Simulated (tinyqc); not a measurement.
# Ferroelectric switching, Landau-Khalatnikov equation, step by step

tinyqc, about 0.1 s, one thread, Intel Xeon 2.30GHz (shared host): `OMP_NUM_THREADS=1 python tinyqc.py 2860104 2860105 out.jsonl` Printed values are rounded.

One domain: rho dP/dt = E - (2 al P + 4 be P^3), with al = -3 sqrt(3) Ec/(4 Pr), be = 3 sqrt(3) Ec/(8 Pr^3), so that the static loop has remanence Pr and coercive field Ec. With P in uC/cm^2, E in kV/cm, rho in ohm m and t in ns, dP/dt = [E - 2 al P - 4 be P^3]/(100 rho).

Values chosen for this exercise; remanent polarisation and coercive field close to those of a vinylidene fluoride copolymer films: remanent polarisation Pr = 9.5 uC/cm^2; static coercive field Ec = 510 kV/cm; viscosity of the polarisation rho = 20 ohm m; field amplitude Em = 1000 kV/cm; time step dt = 11 ns.

## Landau coefficients and time scales

al = -3 sqrt(3) Ec/(4 Pr), be = 3 sqrt(3) Ec/(8 Pr^3). Relaxation time at remanence tau = 100 rho/(-4 al); final state: the largest root Pf of 2 al P + 4 be P^3 = Em; relaxation time there 100 rho/(2 al + 12 be Pf^2).

al = -69.7378 kV cm/uC
be = 0.386359 kV cm^5/uC^3
tau = 7.16971 ns
Pf = 12.0060 uC/cm^2
relaxation time at Pf = 3.78197 ns

## Step 1: one time step

P at t = 0 = -9.5 uC/cm^2

The constant field E = Em acts from t = 0. Implicit Euler: P(new) solves P(new) = P + dt dP/dt(P(new)), a cubic with one real root; the rate listed is (P(new) - P)/dt.

dP/dt = 0.262334 uC/(cm^2 ns)
P after step 1 = -6.61432 uC/cm^2

## Step 2: one time step

As before.

dP/dt = 0.294210 uC/(cm^2 ns)
P after step 2 = -3.37801 uC/cm^2

## Step 3: one time step

As before.

dP/dt = 0.750480 uC/(cm^2 ns)
P after step 3 = 4.87727 uC/cm^2

## Course of the switching

P starts at -Pr. The reference is a fourth-order Runge-Kutta run with 40 substeps a step; the run counts as sound if it ends within 1 % of Pf.

Course of the iteration:

| step | t (ns) | P (uC/cm^2) | reference (uC/cm^2) |
|---|---|---|---|
| 1 | 11 | -6.61432 | -5.95987 |
| 2 | 22 | -3.37801 | -3.07631 |
| 3 | 33 | 4.87727 | 1.74036 |
| 4 | 44 | 9.83530 | 9.31368 |
| 5 | 55 | 11.4246 | 11.8085 |
| 6 | 66 | 11.8555 | 11.9951 |
| 7 | 77 | 11.9674 | 12.0054 |
| 8 | 88 | 11.9962 | 12.0060 |
| 9 | 99 | 12.0035 | 12.0060 |

P first turns positive at t = 33 ns among the steps, the reference at 33 ns (exactly 29.9 ns); the last value is 0.021 % below Pf. The largest gap to the reference is 3.1 uC/cm^2.
